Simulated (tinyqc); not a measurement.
Changing the voltage V: leakage currents through a thin dielectric. Computed by tinyqc, a small Python program. Command: `OMP_NUM_THREADS=1 python tinyqc.py 3016247 3016248 out.jsonl leak sweep`. One thread of a shared host (Intel(R) Xeon(R) Processor @ 2.30GHz), about 0.1 s of CPU time with the checks.

Electrons leave an electrode with Fermi energy E_F above its band bottom; barriers are counted from the Fermi level, and both electrodes are alike.

Inputs (values chosen for the exercise, modelled on Al2O3):

| quantity | value | unit |
|---|---|---|
| barrier height phi_B | 2.45 | eV |
| tunnelling mass m | 0.28 | m_0 |
| static permittivity k | 8.97 | - |
| optical permittivity k_o | 2.97 | - |
| trap depth phi_t | 1.6 | eV |
| Poole-Frenkel prefactor sigma_0 | 2e-07 | S/cm |
| thickness t | 2.3 | nm |
| electrode Fermi energy E_F | 4.5 | eV |
| electrode mass m_e | 0.5 | m_0 |
| temperature T | 200 | K |

Stack: single layer.

Constants: m_0 = 9.1093837015e-31 kg; e = 1.602176634e-19 C; hbar = 1.054571817e-34 J s; k_B = 8.617333262e-05 eV/K; k_B = 1.380649e-23 J/K; eps_0 = 8.8541878128e-12 F/m; h = 6.62607015e-34 J s.

Method:
- Field F = V/t; equivalent oxide thickness 3.9 t/k.
- WKB: a layer of mass m, field F and barrier b(x) = b_0 - e F x gives the exponent (4 sqrt(2 m)/(3 hbar e F)) [b_0^(3/2) - max(b_0 - e F t, 0)^(3/2)] for b_0 > 0; b_0 = barrier - (E - E_F); the transmission is D(E) = exp(-sum of exponents), without image force.
- Tsu-Esaki: J = (e m_e k_B T/(2 pi^2 hbar^3)) int D(E) ln[(1 + exp((E_F - E)/k_B T))/(1 + exp((E_F - eV - E)/k_B T))] dE over the normal energy E (its change with the mass at an interface is neglected) from max(0, E_F - 3 eV) to E_F + largest barrier, by 100 Gauss-Legendre points in each part, split at E_F - 0.3 eV (if inside the range) and E_F + 8 k_B T.
- The mean energy weights E - E_F by the integrand.
- Schottky emission J = A T^2 exp(-(phi_B - sqrt(e^3 F/(4 pi k_o eps_0)))/k_B T), A = 4 pi e m k_B^2/h^3 with the tunnelling mass; Poole-Frenkel J = sigma_0 F exp(-(phi_t - sqrt(e^3 F/(pi k_o eps_0)))/k_B T); both use the field F of the dielectric.

One run for each value:

| voltage V (V) | tunnel current density (A/cm^2) | Poole-Frenkel current density (A/cm^2) | transmission D(E_F) |
|---|---|---|---|
| 0.065 | 0.467 | 2.1543e-36 | 3.7972e-09 |
| 0.093 | 0.671 | 4.4260e-35 | 4.0175e-09 |
| 0.130 | 0.943 | 1.1965e-33 | 4.3297e-09 |
| 0.190 | 1.395 | 9.6806e-32 | 4.8925e-09 |
| 0.280 | 2.114 | 2.0524e-29 | 5.8886e-09 |
| 0.400 | 3.184 | 7.2035e-27 | 7.5689e-09 |
| 0.570 | 5.041 | 7.0232e-24 | 1.0891e-08 |
| 0.820 | 8.996 | 3.0773e-20 | 1.8961e-08 |
| 1.200 | 20.690 | 1.1163e-15 | 4.6421e-08 |

Over the rows, tunnel current density (A/cm^2) rises from 0.467 to 20.7 (exponent d ln y / d ln x 1.0 between the first rows and 2.2 between the last); Poole-Frenkel current density (A/cm^2) rises from 2.15e-36 to 1.12e-15 (exponent d ln y / d ln x 8.4 between the first rows and 28 between the last); transmission D(E_F) rises from 3.80e-9 to 4.64e-8 (exponent d ln y / d ln x 0.16 between the first rows and 2.4 between the last). At the low end the exponent of tunnel current density is 1.01, close to 1: ohmic direct tunnelling at low bias.

Caution (rows 0.0650, 0.0930, 0.130, 0.190, 0.280, 0.400, 0.570, 0.820): so small a Poole-Frenkel current cannot be measured, and its value is formal.

Extremes, crossings and ranges named in words are read from the listed rows.
